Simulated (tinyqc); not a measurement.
Channel resistance from two points of the on-state curve.

Problem. In the p-i-n model Von = V1 + 2 Vt ln(J/(1 A/cm^2)) + J Rch, with V1 independent of J. Find Rch and V1.

Inputs (values chosen for the exercise):
```
symbol  value  unit      meaning
T         300     K  temperature
```

Constants: q = 1.602176634e-19 C, kB = 1.380649e-23 J/K, Vt = kB T/q. Results are converted to the units shown.

Von at J = 100 and 300 A/cm^2 (V): [0.96678437, 1.1255870]

Answer. Remove the logarithmic junction term; the rest is linear in J.

Rch = 0.5100 mohm cm^2
V1 = 0.6777 V

Numbers from tinyqc (`OMP_NUM_THREADS=1 python tinyqc.py 2590030 2590031 out.jsonl`; about 0.01 s on one thread of a shared Intel Xeon 2.30GHz).
